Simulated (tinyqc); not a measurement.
Metal-interlayer-semiconductor contact, depinning against tunnelling resistance: one step of the calculation.

Zero bias, n-type semiconductor. Gap states at the semiconductor surface thin out as exp(-be ti), which unpins the barrier; electrons must then cross the interlayer (a rectangular barrier, no voltage drop across it) and the parabolic depleted layer, both by WKB. Energies E are counted from the Fermi level; no image force, parabolic bands.

Task. Pinning, barrier and scales. S = 1/(1 + (1/S0 - 1) exp(-be ti)); phiB = S (phiM - chi) + (1 - S)(Eg - E0); xi = Ec - EF deep inside, from Nd = Nc F(-xi/Vt), F(x) = (2/sqrt(pi)) int_0^infinity sqrt(u) du/(1 + exp(u - x)); band bending U = phiB - xi; E00 = (hbar/2) sqrt(Nd/(eps0 eps_r mt m0)) in volts; A = 4 pi q mA m0 kB^2/h^3.

Parameters, values chosen for the exercise; semiconductor values close to those of gallium arsenide; interlayer mass of the order of that in lanthanum oxide, offset chosen freely: temperature T = 250 K; band gap Eg = 1.37 eV; relative permittivity eps_r = 13.1; electron affinity chi = 4.21 eV; conduction-band density of states at T Nc = 3.35e17 cm^-3; tunnelling mass in the semiconductor mt = 0.0693 m0; Richardson mass mA = 0.0685 m0; donor density Nd = 9.4e17 cm^-3; charge-neutrality level above the valence band E0 = 0.49 eV; pinning factor without interlayer S0 = 0.098; metal work function phiM = 4.32 eV; interlayer thickness ti = 1 nm; decay constant of gap states through the interlayer be = 2 1/nm.

Constants: q = 1.602176634e-19 C, kB = 1.380649e-23 J/K, eps0 = 8.8541878128e-12 F/m, hbar = 1.054571817e-34 J s, h = 6.62607015e-34 J s, m0 = 9.1093837015e-31 kg, Vt = kB T/q. Results are converted to the units shown.

Find: S; phiB; xi; U; E00; A.

Result.

S = 0.44531
phiB = 0.53711 eV
xi = -0.042825 eV
U = 0.57994 eV
E00 = 0.018892 eV
A = 8.2319 A/(cm^2 K^2)

Numbers from tinyqc (`OMP_NUM_THREADS=1 python tinyqc.py 2270174 2270175 out.jsonl`; about 0.03 s on one thread of a shared Intel Xeon 2.30GHz).
